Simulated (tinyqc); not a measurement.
Pair of shallow donors (hydrogen-like orbitals), step by step. Values are carried at full precision from step to step, so a last printed digit may differ when a step is redone from the rounded ones.

Each donor has the orbital exp(-r/a); energy unit Ha* = q/(eps a), q = e^2/(4 pi eps0), so that a lone donor is bound by Ha*/2; x = R/a. One electron: S = (1 + x + x^2/3) exp(-x), j = 1/x - (1 + 1/x) exp(-2x), k = (1 + x) exp(-x); levels E(+/-) = -1/2 - (j +/- k)/(1 +/- S) in Ha*, without the repulsion of the ions, split by D = |E(-) - E(+)|.

Constants: e^2/(4 pi eps0) = 14.39964547 eV angstrom; hbar = 6.58211957e-16 eV s.

Inputs chosen for the exercise (near those of two donors in GaN; the results hold for these values, not for the real material): a = 23.8 angstrom (orbital radius); eps = 9.2 (dielectric constant); R = 95 angstrom (separation); dV = 2.9 D (detuning between the donors, in units of D).

## Distance and integrals

Give Ha*, R, x, S, j, k.

Ha* = 65.764 meV
R = 95.00 angstrom
x = 3.9916

S, j, k: [0.19029, 0.25010, 0.09220]

## One electron on two donors

Give both levels, the splitting D = |E(-) - E(+)| and the tunnelling frequency D/(2 pi hbar).

E(+), E(-) (meV): [-51.794, -45.707]

D = 6.087 meV
frequency = 1472 GHz

The second ion deepens the mean level by 15.87 meV, against Ha*/x = 16.48 meV for a point charge.

## Detuning by a gate

Two-level picture for one electron: with detuning u = dV D the splitting is sqrt(D^2 + u^2) and the lower state has weight (1 + u/sqrt(D^2 + u^2))/2 on the lower donor; the field needed is u/(e R), 1 meV/angstrom = 100 kV/cm.

splitting = 18.67 meV
weight = 0.973
field = 18.6 kV/cm

## Two electrons and exchange

Two electrons, Heitler-London: with S' = (1 - x + x^2/3) exp(x), C = 1/x - exp(-2x)(1/x + 11/8 + 3x/4 + x^2/6), X = (1/5){exp(-2x)(25/8 - 23x/4 - 3x^2 - x^3/3) + (6/x)[S^2 (0.5772157 + ln x) + S'^2 Ei(-4x) - 2 S S' Ei(-2x)]}, Q = C - 2j + 1/x and A = X - 2 S k + S^2/x, the singlet and triplet lie at (Q +/- w A)/(1 +/- w S^2) from two lone donors, with the valley weight w = 1 (one valley); the exchange is J = triplet - singlet.

Give C, X, Q, A and J.

C, X, Q, A (Ha*): [0.2480, 0.01581, -0.001629, -0.01021]

J = 1.34e+03 micro-eV

A swap of the two spins takes pi hbar/J = 0.00155 ns (hbar = 6.58212e-16 eV s). Against the one-electron splitting D = 6.09 meV, J/D = 0.22: exchange needs both electrons to tunnel and falls as exp(-2x), D as exp(-x).

## Checks

- Heitler-London binding at x = 1.6425 against the known 0.1160 hartree: both 0.1160.
- Overlap S by quadrature in spheroidal coordinates against the formula: both 0.19029.

(tinyqc, `OMP_NUM_THREADS=1 python tinyqc.py 1250433 1250434 out.jsonl`, Intel(R) Xeon(R) Processor @ 2.30GHz, 1 thread, shared host, about 0.01 s.)
